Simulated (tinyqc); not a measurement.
Two-sublattice mean-field magnet: ferrimagnet, compensation points and susceptibility: one step, computed by the program tinyqc. Command: `OMP_NUM_THREADS=1 python tinyqc.py 3028456 3028457 out.jsonl ferri walk`. One thread of a shared host (Intel(R) Xeon(R) Processor @ 2.30GHz), about 0.01 s of CPU time with the checks.

A random alloy A(1-x)B(x) with H = -sum over pairs J S_i.S_j. a = <S_A> and b = <S_B> are taken along z, a > 0. Exchange fields: h_A = (1 - x) zJ_AA a + x zJ_AB b, h_B = (1 - x) zJ_AB a + x zJ_BB b; a = S_A B_(S_A)(S_A h_A/(k_B T)) and likewise for b, with the Brillouin function B_S(y) = [(2S + 1)/(2S)] coth[(2S + 1) y/(2S)] - [1/(2S)] coth[y/(2S)].

Problem. Ordering temperature. Linearised, T (a, b) = M (a, b) with M_ij = S_i (S_i + 1) c_j zJ_ij/(3 k_B), c_A = 1 - x, c_B = x. T_c is the larger eigenvalue, and its eigenvector gives b/a at onset, (T_c - M_AA)/M_AB.

Inputs (values chosen for the exercise, for a model ferrimagnet):

| quantity | value | unit |
|---|---|---|
| spin S_A | 1.5 | - |
| spin S_B | 1.5 | - |
| fraction x of B sites | 0.13 | - |
| z J_AA | 18.9 | meV |
| z J_BB | 2.4 | meV |
| z J_AB | -3.6 | meV |
| T over T_c | 0.8 | - |

Constants: k_B = 8.617333262e-05 eV/K.

Give: M; eigenvalues; T_c; b/a at onset; T.

Solution.

M (K):
```
        A      B
A  238.52  -6.79
B  -45.43   4.53
```

eigenvalues (K): 3.22  239.83

T_c = 239.83 K

b/a at onset = -0.19308

T = 191.86 K

The antiferromagnetic A-B coupling raises T_c by 1 K over that of A alone.
